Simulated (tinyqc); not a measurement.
Jacobi rotations on a symmetric matrix, step by step. One step of it, computed by the program tinyqc.

Task: Jacobi rotation 1. Take the largest off-diagonal element A_pq; tan 2 theta = 2 A_pq / (A_qq - A_pp) with |theta| <= pi/4; A' = J^T A J with J_pp = J_qq = cos, J_pq = sin, J_qp = -sin.

A:
```
           1          2          3          4          5
1   0.203000  -0.037000  -0.491000  -0.689000   0.962000
2  -0.037000   1.713000   0.397000   1.090000  -0.798000
3  -0.491000   0.397000   2.958000   0.770000  -0.731000
4  -0.689000   1.090000   0.770000   3.943000   0.233000
5   0.962000  -0.798000  -0.731000   0.233000   4.900000
```

Give: p, q, theta; A'.

Result:

p, q, theta (rad): 2.0000  4.0000  0.3870

A':
```
         1        2        3        4        5
1   0.2030   0.2258  -0.4910  -0.6520   0.9620
2   0.2258   1.2687   0.0770   0.0000  -0.8269
3  -0.4910   0.0770   2.9580   0.8629  -0.7310
4  -0.6520   0.0000   0.8629   4.3873  -0.0854
5   0.9620  -0.8269  -0.7310  -0.0854   4.9000
```
